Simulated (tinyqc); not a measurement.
Longitudinal sound in a periodic multilayer: transfer matrices, stop bands and folded phonons: one step, computed by the program tinyqc. Command: `OMP_NUM_THREADS=1 python tinyqc.py 3021069 3021070 out.jsonl multilayer walk`. One thread of a shared host (Intel(R) Xeon(R) Processor @ 2.30GHz), about 0.01 s of CPU time with the checks.

Layers 1 and 2 repeat with period d = d_1 + d_2; waves travel normal to the layers, without loss. State vector (u, s): displacement u and stress divided by omega. Impedances Z = rho v are in 1e6 kg/(m^2 s).

Task: Transfer matrix of one period. A layer maps (u, s) by [[cos p, sin p/Z], [-Z sin p, cos p]], p = 2 pi f d_i/v_i; one period is M = M_2 M_1, and cos(q d) = trace(M)/2.

Inputs (values chosen for the exercise, modelled on copper (layer 1), tantalum (layer 2) and gallium arsenide (substrate)): velocity v_1 = 4750 m/s; thickness d_1 = 188 nm; velocity v_2 = 4100 m/s; thickness d_2 = 164 nm; frequency f = 10.4 GHz.

Z_2 = 68.47

Z_1 = 43.2725

Give: phase p_1; phase p_2; M; trace(M)/2.

Result:

phase p_1 = 2.586 rad

phase p_2 = 2.614 rad

M:
```
[[0.5663, -0.01678],
 [49.01, 0.3140]]
```

trace(M)/2 = 0.4402

|trace/2| < 1: f lies in a pass band, with q d = 1.1150 rad (folded into 0 to pi).
